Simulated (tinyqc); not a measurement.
# Doping from resistivity

Problem. A uniform, uncompensated and fully ionised sample has rho = 1/(q N mu), mu = m1 + (m2 (T/300 K)^(-bt) - m1)/(1 + (N/Nr)^am). Find N, mu and the diffusion coefficient mu Vt.

Values chosen for this exercise: temperature T = 300 K; mobility limit at high doping m1 = 45.8 cm^2/(V s); mobility limit at low doping, at 300 K m2 = 457 cm^2/(V s); reference doping of the mobility law Nr = 2.25e17 cm^-3; exponent of the mobility law am = 0.693; temperature exponent of m2 bt = 2.2.

Constants: q = 1.602176634e-19 C, kB = 1.380649e-23 J/K, Vt = kB T/q. Results are converted to the units shown.

resistivity = 0.62890156 ohm cm

Solution. With am below 1 the product N mu rises steadily with N, so one doping matches; it is found by iterating N = 1/(q rho mu(N)).

N = 2.60e16 cm^-3
mu = 382 cm^2/(V s)
diffusion coefficient = 9.87 cm^2/s

Numbers from tinyqc (`OMP_NUM_THREADS=1 python tinyqc.py 2110044 2110045 out.jsonl`; about 0.01 s on one thread of a shared Intel Xeon 2.30GHz).
